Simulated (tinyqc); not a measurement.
Hot electrons in a saturated n-channel MOSFET, lucky-electron model: two steps of the calculation.

Beyond pinch-off the lateral field grows as Esat cosh(y/l) over the velocity-saturated region (pseudo-two-dimensional model). Impact ionisation in this region gives the substrate current, which biases the body forward through Rsub. Currents are per width. Local-field laws: they overstate ionisation when the field peak is narrower than an energy relaxation length.

Parameters, values chosen for the exercise; values close to those of silicon n-channel devices: channel length L = 0.35 um; oxide thickness tox = 6.6 nm; threshold VT = 0.69 V; saturation velocity vs = 9.3e6 cm/s; ionisation prefactor Ai = 2e6 1/cm; ionisation field Bi = 1.72 MV/cm; resistance of the lightly doped drain Rd = 400 ohm um; substrate resistance Rsub = 2900 ohm um; fall of VT per volt of forward body bias kb = 0.25; hot-electron mean free path lm = 7.9 nm; oxide barrier pb = 3.2 V; prefactor of the gate current Cg = 0.0018; lifetime exponent m = 3.1; lifetime constant Hl = 650 s uA/um; drain voltage Vd = 2.9 V; gate voltage Vg = 1.9 V.

Constants: eps0 = 8.8541878128e-14 F/cm where lengths are in cm. Results are converted to the units shown.

Problem 1. Body bias from the substrate current. Cox = 3.9 eps0/tox. Overdrive g = Vg - VT + kb Vb; Vdsat = g Esat L/(g + Esat L); Id = Cox vs (g - Vdsat); dV = Vd - Id Rd - Vdsat; Em = sqrt((dV/l)^2 + Esat^2); Isub = Id (Ai/Bi) l Em exp(-Bi/Em). Vb(new) = Rsub Isub.

Vb after iteration 1 = 0.037182873 V
l = 46.669048 nm
Esat = 0.050270270 MV/cm

Wanted: Vdsat; Id; dV; Em; Isub; Vb after iteration 2.

Solution 1.

Vdsat = 0.7202 V
Id = 242.8 uA/um
dV = 2.083 V
Em = 0.4491 MV/cm
Isub = 12.85 uA/um
Vb after iteration 2 = 0.03726 V

Problem 2. Gate current, lifetime and channel shortening. Ig = Cg Id exp(-pb/(lm Em)); lifetime tau = (Hl/Id)(Isub/Id)^(-m); length of the saturated region dL = l ln[(dV/l + Em)/Esat]. 1 year = 3.15576e7 s.

Id = 242.85469 uA/um
dV = 2.0826508 V
Em = 0.44908204 MV/cm
Isub = 12.848119 uA/um
l = 46.669048 nm
Esat = 0.050270270 MV/cm

Wanted: Isub/Id; Ig; tau; dL.

Solution 2.

Isub/Id = 0.052905
Ig = 52.889 pA/um
tau = 7.6848e-4 years
dL = 134.40 nm

The lifetime misses ten years.

tinyqc, about 0.01 s, one thread, Intel Xeon 2.30GHz (shared host): `OMP_NUM_THREADS=1 python tinyqc.py 2550023 2550024 out.jsonl`
